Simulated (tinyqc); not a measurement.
Raman shift of the zone-centre optical phonon of a diamond-structure crystal under stress: one step, computed by the program tinyqc.

Axes x, y, z are the cube axes. Strain shifts the threefold optical mode and can split it; p, q and r are the phonon deformation potentials.

Problem. Stress and strain tensors. Uniaxial stress along the unit vector n of the axis: sigma_ij = sigma n_i n_j. eps_xx = S11 sigma_xx + S12 (sigma_yy + sigma_zz), and cyclic; eps_xy = S44 sigma_xy/2 (tensor strain).

Inputs (values chosen for the exercise, modelled on diamond): stress sigma (tension positive) = -1.9 GPa.

Stress state: uniaxial. Axis: [111].

S44 = 1.714972 1/TPa

S11 = 0.9462739 1/TPa

S12 = -0.09854900 1/TPa

Give: stress; strain; volume strain.

Solution.

stress (GPa):
```
         x        y        z
x  -0.6333  -0.6333  -0.6333
y  -0.6333  -0.6333  -0.6333
z  -0.6333  -0.6333  -0.6333
```

strain (per mille):
```
         x        y        z
x  -0.4745  -0.5431  -0.5431
y  -0.5431  -0.4745  -0.5431
z  -0.5431  -0.5431  -0.4745
```

volume strain = -1.423 per mille
